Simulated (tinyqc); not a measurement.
Inputs raised by 5 %, one at a time: two coupled magnetic layers: synthetic antiferromagnet, spin flop, exchange bias and magnetoresistance. Computed by tinyqc, a small Python program. Command: `OMP_NUM_THREADS=1 python tinyqc.py 3016583 3016584 out.jsonl saf sens`. One thread of a shared host (Intel(R) Xeon(R) Processor @ 2.30GHz), about 1 s of CPU time with the checks.

Moments lie in the plane at the angles p1, p2 from the field. Energy per area: E = J1 cos(p1 - p2) + J2 cos^2(p1 - p2) - B M_s (t1 cos p1 + t2 cos p2) + K (t1 sin^2 p1 + t2 sin^2 p2).

Inputs (values chosen for the exercise, for a model stack):

| quantity | value | unit |
|---|---|---|
| saturation magnetisation M_s | 1050 | kA/m |
| thickness t1 | 3.9 | nm |
| thickness t2 | 2.8 | nm |
| antiferromagnetic coupling J1 | 1 | mJ/m^2 |
| biquadratic coupling J2 | 0.027 | mJ/m^2 |
| in-plane anisotropy K | 2.1 | kJ/m^3 |
| field over the saturation field | 0.2 | - |

Field direction: along the easy axis.

Method:
- The parallel state is stable while the Hessian at p1 = p2 = 0 is positive: with c = J1 + 2 J2 and u = B M_s + 2K, (u t1 - c)(u t2 - c) > c^2, so B_sat M_s = c (1/t1 + 1/t2) - 2K. B_K = 2K/M_s.
- With p1 = 0, p2 = 180 degrees and c2 = J1 - 2 J2 the Hessian is [[c2 + t1 (2K + b), -c2], [-c2, c2 + t2 (2K - b)]], b = B M_s; its determinant vanishes at the positive root of t1 t2 b^2 - c2 (t1 - t2) b - [2K c2 (t1 + t2) + 4 K^2 t1 t2] = 0.
- The lowest minimum of E over both angles (from five starts; of two mirror images the one with p1 >= 0, and for equal layers |p1| <= |p2|).

Runs:

| input moved | from | to | saturation field B_sat (mT) | stability limit B_sf of the antiparallel state (mT) | m/m_sat along B | energy (mJ/m^2) |
|---|---|---|---|---|---|---|
| base run | - | - | 611.9 | 110.8 | 0.1971 | -1.116 |
| saturation magnetisation M_s (kA/m) | 1050 | 1102.5 | 582.8 | 105.6 | 0.1971 | -1.116 |
| thickness t1 (nm) | 3.9 | 4.095 | 599.6 | 120.0 | 0.1878 | -1.136 |
| thickness t2 (nm) | 2.8 | 2.94 | 594.8 | 97.6 | 0.2033 | -1.098 |
| antiferromagnetic coupling J1 (mJ/m^2) | 1 | 1.05 | 641.1 | 115.8 | 0.1972 | -1.173 |
| in-plane anisotropy K (kJ/m^3) | 2.1 | 2.205 | 611.7 | 111.7 | 0.1953 | -1.116 |
| biquadratic coupling J2 (mJ/m^2) | 0.027 | 0.02835 | 613.5 | 110.6 | 0.1987 | -1.115 |
| field over the saturation field | 0.2 | 0.21 | 611.9 | 110.8 | 0.2123 | -1.125 |

Exponents ln(y'/y) / ln(x'/x):

| input | saturation field B_sat | stability limit B_sf of the antiparallel state | m/m_sat along B | energy |
|---|---|---|---|---|
| saturation magnetisation M_s | -1.000 | -1.000 | 0.000 | 0.000 |
| thickness t1 | -0.415 | 1.619 | -0.984 | 0.370 |
| thickness t2 | -0.580 | -2.605 | 0.642 | -0.327 |
| antiferromagnetic coupling J1 | 0.956 | 0.895 | 0.015 | 1.019 |
| in-plane anisotropy K | -0.007 | 0.157 | -0.187 | -0.004 |
| biquadratic coupling J2 | 0.053 | -0.050 | 0.166 | -0.015 |
| field over the saturation field | 0.000 | 0.000 | 1.528 | 0.161 |

Among the inputs moved here: saturation field B_sat answers most in size to saturation magnetisation M_s (exponent -1.000), next to antiferromagnetic coupling J1 (+0.956); its exponent is below 0.0005 for field over the saturation field. Its exponent -1.000 in saturation magnetisation M_s: energy per area over moment per area. Its exponent +0.956 in antiferromagnetic coupling J1: coupling rules over anisotropy. Stability limit B_sf of the antiparallel state answers most in size to thickness t2 (exponent -2.605), next to thickness t1 (+1.619); its exponent is below 0.0005 for field over the saturation field. m/m_sat along B answers most in size to field over the saturation field (exponent +1.528), next to thickness t1 (-0.984); its exponent is below 0.0005 for saturation magnetisation M_s. Energy answers most in size to antiferromagnetic coupling J1 (exponent +1.019), next to thickness t1 (+0.370); its exponent is below 0.0005 for saturation magnetisation M_s.
